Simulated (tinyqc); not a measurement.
Pi bands of a honeycomb layer in tight binding: one step. H and S at one k. Three cases, with inputs chosen for the exercise.

Question. Form f, w, F and the two matrices.

Lattice vectors a (1,0) and a (1/2, sqrt3/2); f = exp(i ky a/sqrt3) + 2 cos(kx a/2) exp(-i ky a/(2 sqrt3)), w = |f|. H = [[D - t2 F, -t f], [., -D - t2 F]] with F = w^2 - 3, S = [[1, s0 f], [., 1]]; the levels solve det(H - E S) = 0. K = (4 pi/3a, 0), M = (pi/a, pi/(sqrt3 a)); w = 3, 1, 0 at Gamma, M, K.

Give: f; w; F; H; S.

Case 1.

Values chosen (of the size used for hexagonal BN; not measured data): a = 2.5 angstrom (lattice constant); t = 2.63 eV (nearest hopping); t2 = 0.26 eV (second-neighbour hopping); s0 = 0 (overlap of neighbours); D = 2.7 eV (+D on A, -D on B); k = (1.43, 0.06) 1/angstrom (wave vector).

Answer.

f = 0.56663+0.10511i
w = 0.57630
F = -2.66788

H (eV), rows A, B and columns alike:
$$\begin{pmatrix}
3.3936 & -1.4902-0.2764i \\
-1.4902+0.2764i & -2.0064
\end{pmatrix}$$

S, rows A, B and columns alike:
$$\begin{pmatrix}
1.00000 & 0 \\
0 & 1.00000
\end{pmatrix}$$

Case 2.

Values chosen (of the size used for graphene; not measured data): a = 2.46 angstrom (lattice constant); t = 2.62 eV (nearest hopping); t2 = 0 eV (second-neighbour hopping); s0 = 0.084 (overlap of neighbours); D = 0.117 eV (+D on A, -D on B); k = (0.55, 0.21) 1/angstrom (wave vector).

Answer.

f = 2.49808+0.06214i
w = 2.49885
F = 3.24425

H (eV), rows A, B and columns alike:
$$\begin{pmatrix}
0.1170 & -6.5450-0.1628i \\
-6.5450+0.1628i & -0.1170
\end{pmatrix}$$

S, rows A, B and columns alike:
$$\begin{pmatrix}
1.00000 & 0.20984+0.00522i \\
0.20984-0.00522i & 1.00000
\end{pmatrix}$$

Case 3.

Values chosen (of the size used for hexagonal BN; not measured data): a = 2.5 angstrom (lattice constant); t = 2.49 eV (nearest hopping); t2 = 0 eV (second-neighbour hopping); s0 = 0 (overlap of neighbours); D = 2.85 eV (+D on A, -D on B); k = (0.79, 0.32) 1/angstrom (wave vector).

Answer.

f = 1.96753+0.19349i
w = 1.97702
F = 0.90861

H (eV), rows A, B and columns alike:
$$\begin{pmatrix}
2.8500 & -4.8991-0.4818i \\
-4.8991+0.4818i & -2.8500
\end{pmatrix}$$

S, rows A, B and columns alike:
$$\begin{pmatrix}
1.00000 & 0 \\
0 & 1.00000
\end{pmatrix}$$

Computed by tinyqc, one run a case: `OMP_NUM_THREADS=1 python tinyqc.py N N+1 out.jsonl` with N = 1481436, 1481959, 1482265; one thread of a shared Intel(R) Xeon(R) Processor @ 2.30GHz, about 0.01 s a run at most.
